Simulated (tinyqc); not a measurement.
From results back to parameters: five-level k.p model folded onto the conduction band. Two cases, with inputs chosen for the exercise.

Problem. The levels are known; the mass and the g factor at E = Eg are given. Find Ep and Ep2.

Second-order sums for the lowest conduction level at E: 1/m = 1 + Cm + (Ep/3)(2/E + 1/(E + Dso)) - (Ep2/3)(2/(E7 + D2 - E) + 1/(E7 - E)); g/2 = 1 + Cg - (Ep/3)(1/E - 1/(E + Dso)) - (Ep2/3)(1/(E7 - E) - 1/(E7 + D2 - E)). E is counted from the top of the valence band; E = Eg at the edge.

Find: coefficients of (Ep, Ep2); right-hand sides 1/m - 1 - Cm and 1 + Cg - g/2; Ep, Ep2.

Method. Both sums are linear in Ep and Ep2, so two equations fix them.

Case 1.

Values chosen (near those of InSb; not measured data): Eg = 0.236 eV (gap at Gamma to the s-like level); Dso = 0.831 eV (spin-orbit splitting); E7 = 3.25 eV (upper Gamma7 conduction level, from the valence top); D2 = 0.34 eV (its spin-orbit splitting, Gamma8 above Gamma7); Cm = -1 (remote term in 1/m); Cg = -0.02 (remote term in g/2).

m = 0.01400796 m0
g = -48.939726

Solution.

coefficients of (Ep, Ep2) (1/eV):
```
         1         2
1  3.13726  -0.30936
2  1.10003   0.01121
```

right-hand sides 1/m - 1 - Cm and 1 + Cg - g/2: 71.3880  25.4499

Ep, Ep2 (eV): 23.10  3.50

Case 2.

Values chosen (near those of InP; not measured data): Eg = 1.449 eV (gap at Gamma to the s-like level); Dso = 0.108 eV (spin-orbit splitting); E7 = 4.65 eV (upper Gamma7 conduction level, from the valence top); D2 = 0.07 eV (its spin-orbit splitting, Gamma8 above Gamma7); Cm = -1.3 (remote term in 1/m); Cg = 0 (remote term in g/2).

m = 0.07911900 m0
g = 1.324681

Solution.

coefficients of (Ep, Ep2) (1/eV):
```
         1         2
1  0.67417  -0.30795
2  0.01596   0.00223
```

right-hand sides 1/m - 1 - Cm and 1 + Cg - g/2: 12.9392  0.3377

Ep, Ep2 (eV): 20.70  3.30

Computed by tinyqc, one run a case: `OMP_NUM_THREADS=1 python tinyqc.py N N+1 out.jsonl` with N = 1081562, 1081579; one thread of a shared Intel(R) Xeon(R) Processor @ 2.30GHz, about 0.01 s a run at most.
